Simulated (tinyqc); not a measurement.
Single-electron transistor, orthodox theory and master equation: two steps of the calculation.

A metal island with n extra electrons joins the left lead (voltage V) and the right lead (0 V) by tunnel junctions and couples to a gate. Cs = CL + CR + Cg. Adding electron n + 1 costs mu(n) = [q (n + 1/2) - CL V - Cg Vg]/Cs (in volts); the Fermi levels are -V (left) and 0 (right). A jump that gains the energy W has the rate G(W) = (W/q)/(R [1 - exp(-W/Vt)]), W in volts, Vt = kB T/q. Sequential tunnelling only; I > 0 flows from left to right.

Values chosen for this exercise: capacitance of the left junction CL = 57 aF; capacitance of the right junction CR = 72 aF; gate capacitance Cg = 38 aF; temperature T = 1.1 K; bias of the left lead V = 0.65 mV; gate voltage Vg = 3.3 mV; lowest charge state kept n0 = -1; highest charge state kept n1 = 2.

Constants: q = 1.602176634e-19 C, kB = 1.380649e-23 J/K, Vt = kB T/q. Results are converted to the units shown.

Problem 1. Charging energy and addition levels. q/Cs, the gate period q/Cg, and mu(n) for the transitions kept.

Give: q/Cs; q/Cg; kB T/(q^2/Cs); mu(n).

Solution 1.

q/Cs = 0.95939 mV
q/Cg = 4.2163 mV
kB T/(q^2/Cs) = 0.098803
mu(n), n to n + 1, n -1 to 1 (mV): -1.4524  -0.4931  0.4663

Problem 2. Probabilities and current. Steady state: p(n + 1)/p(n) = (sum of on rates)/(sum of off rates), normalised. I = q sum_n [p(n + 1) (off to left) - p(n) (on from left)].

```
n to n + 1, n	on from left (1/ns)	on from right (1/ns)	off to left (1/ns)	off to right (1/ns)
-1	50.095421	90.654700	0.010550878	2.0083071e-5
0	2.3121784	30.944881	12.107547	0.17044054
1	5.3518631e-4	0.21410866	69.676144	29.319908
```

Find: p(n); I; mean n.

Solution 2.

p(n), n -1 to 2: 2.0219e-5  0.26921  0.72919  0.0015810
I = 1.3327 nA
mean n = 0.73233

Two plain resistors in series would pass 3.25 nA; this is 41.0 % of that. 2 charge states hold more than 1 % each.

Range of the model: Cotunnelling, which dominates deep in the blockade, is left out.

Computed by the program tinyqc: `OMP_NUM_THREADS=1 python tinyqc.py 2780041 2780042 out.jsonl`, one thread of a shared Intel Xeon 2.30GHz, about 0.01 s for the whole run.
